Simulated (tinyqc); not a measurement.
From one set of inputs to another, one input at a time: strain, valley repopulation and piezoresistance in a many-valley conduction band. Computed by tinyqc, a small Python program. Command: `OMP_NUM_THREADS=1 python tinyqc.py 3024516 3024517 out.jsonl valleys ladder`. One thread of a shared host (Intel(R) Xeon(R) Processor @ 2.30GHz), about 0.06 s of CPU time with the checks.

Valleys are ellipsoids with mass m_l along the axis a and m_t across it, parabolic, with one constant relaxation time; strain shifts the valleys and leaves the masses alone. Currents are taken along [110], along the load, and along [001], across the load.

The inputs printed are set A. Inputs not listed in the table keep their values of set A, so the rows need not describe a real material.

Inputs (values chosen for the exercise, modelled on silicon):

| quantity | value | unit |
|---|---|---|
| longitudinal mass m_l | 0.907 | m_0 |
| transverse mass m_t | 0.189 | m_0 |
| shear deformation potential Xi_u | 9.12 | eV |
| dilation deformation potential Xi_d | 1.1 | eV |
| C11 | 166 | GPa |
| C12 | 64.5 | GPa |
| C44 | 79.7 | GPa |
| stress X (tension positive) | 590 | MPa |
| electron density n | 3.9e+18 | 1/cm^3 |
| relaxation time tau | 230 | fs |
| temperature T | 500 | K |

Valley axes: <100> (6 valleys in 3 pairs). Load: uniaxial [110].

Constants: k_B = 8.617333262e-05 eV/K; m_0 = 9.1093837015e-31 kg; k_B = 1.380649e-23 J/K; hbar = 1.054571817e-34 J s; e = 1.602176634e-19 C.

Method:
- Compliances S11 = (C11 + C12)/((C11 - C12)(C11 + 2 C12)), S12 = -C12/((C11 - C12)(C11 + 2 C12)), S44 = 1/C44; stress sigma_ij = X n_i n_j for the unit vector n of the load; e_xx = S11 sigma_xx + S12 (sigma_yy + sigma_zz), e_xy = S44 sigma_xy/2 (tensor strain).
- Herring-Vogt shift of a valley with unit axis a: dE = Xi_d tr(e) + Xi_u a.e.a.
- Each of the 6 valleys holds n_v = N_v (2/sqrt(pi)) F_1/2((E_F - dE_v)/(k_B T)), N_v = 2 (m_d k_B T/(2 pi hbar^2))^(3/2), m_d = (m_l m_t^2)^(1/3); E_F solves sum n_v = n and is counted from the unstrained edge.
- F_j(eta) = int_0^infinity x^j/(1 + exp(x - eta)) dx, without a gamma-function factor. It is evaluated after integrating by parts.
- Integrals over x = E/(k_B T) use 160 Gauss-Legendre points in u = sqrt(x) from 0 to sqrt(max(eta, 0) + 32).
- Mobility tensor mu = e tau sum_v (n_v/n) [1/m_t + (1/m_l - 1/m_t) a a^T]; unstrained mu_0 = e tau (1/m_l + 2/m_t)/3; resistivity along d from the inverse tensor, rho_d = d.mu^-1.d/(n e), mobility along d = 1/(d.mu^-1.d); gauge pi_d = (rho_d/rho_0 - 1)/X.
- With eta_0 the reduced Fermi level without strain, r = F_-1/2(eta_0)/(2 F_1/2(eta_0)) (1 for a classical gas) and c = r (Xi_u/k_B T) (m_l - m_t)/(2 m_l + m_t): pi11 = -(2/3) c (S11 - S12), pi12 = -pi11/2, pi44 = 0, with S11 - S12 = 1/(C11 - C12).

Each row keeps all changes above it:

| input moved | from | to | mobility along the first direction (cm^2/(V s)) | mobility along the second direction (cm^2/(V s)) | degeneracy factor r |
|---|---|---|---|---|---|
| set A | - | - | 1697 | 1333 | 0.9769 |
| stress X (tension positive) (MPa) | 590 | 1100 | 1805 | 1116 | 0.9769 |
| temperature T (K) | 500 | 300 | 1932 | 862 | 0.9518 |
| C44 (GPa) | 79.7 | 80.5 | 1932 | 862 | 0.9518 |
| electron density n (1/cm^3) | 3.9e+18 | 1.4e+19 | 1898 | 932 | 0.8474 |
| relaxation time tau (fs) | 230 | 66 | 545 | 267 | 0.8474 |
| shear deformation potential Xi_u (eV) | 9.12 | 7.4 | 528 | 300 | 0.8474 |
| C11 (GPa) | 166 | 174 | 523 | 310 | 0.8474 |

Mobility along the first direction goes from 1700 to 523, a factor 0.308 in all. The largest single move comes from relaxation time tau (a factor 0.287). Mobility along the second direction goes from 1330 to 310, a factor 0.233 in all. The largest single move comes from relaxation time tau (a factor 0.287). Degeneracy factor r goes from 0.977 to 0.847, a factor 0.867 in all. The largest single move comes from electron density n (a factor 0.890). The single moves hold for this order of the switches; the total does not depend on the order.

Caution (all rows): shear strain also changes the transverse masses of <100> valleys, which this model leaves out.

Extremes, crossings and ranges named in words are read from the listed rows.
